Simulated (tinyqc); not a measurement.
## Voltage drop against the pad pitch

A grid of 25 by 25 nodes with segments Rx (rows) and Ry (columns); every node draws I1 and the central node kh I1; pads with resistance Rp sit at the nodes whose row and column are multiples of the pitch, counting from 0. The drops u = Vdd - V follow from G u = i, with G the conductance matrix and i the load currents, solved directly.

Parameters, values chosen for the exercise:

| symbol | value | unit | meaning |
|---|---|---|---|
| Vdd | 0.7 | V | supply voltage |
| Rx | 0.29 | ohm | resistance of a horizontal segment |
| Ry | 0.5 | ohm | resistance of a vertical segment |
| Rp | 0.047 | ohm | resistance from a pad node to the supply |
| kh | 3 |  | factor on the load at the hot node |
| I1 | 0.21 | mA | load current of a node in the large grid |

Result of one run:
```
pads  worst drop (mV)  mean drop (mV)  largest drop at a pad (mV)  largest pad current (mA)  worst drop over Vdd (%)
9              5.6996          4.8859                      1.1759                    25.019                  0.81424
```

Which pad pitch gave this result: 4, 6, 8, 12 or 24 nodes?

pitch = 12 nodes.

The whole series:
columns A: pitch (nodes); B: pads; C: worst drop (mV); D: mean drop (mV); E: largest drop at a pad (mV); F: largest pad current (mA); G: worst drop over Vdd (%)
```
A     B         C          D         E        F          G
1   625  0.023353  0.0099016  0.023353  0.49687  0.0033361
2   169   0.12581   0.085631  0.054504   1.1597   0.017973
3    81   0.29800    0.23015   0.10434   2.2201   0.042572
4    49   0.59080    0.44983   0.17270   3.6745   0.084401
6    25    1.4289     1.1190   0.35699   7.5956    0.20413
8    16    2.7377     2.0953   0.56245   11.967    0.39110
12    9    5.6996     4.8859    1.1759   25.019    0.81424
24    4    22.650     19.559    1.5471   32.917     3.2357
```

The worst drop goes from 0.0234 to 22.6 mV while the number of pads falls from 625 to 4; between the last two rows it goes as pitch^(1.99). The largest drop at a pad is 100 % of the worst drop in the first row and 6.83 % in the last; the rest falls along the wires.

tinyqc, about 0.3 s, one thread, Intel Xeon 2.30GHz (shared host): `OMP_NUM_THREADS=1 python tinyqc.py 2770136 2770137 out.jsonl`
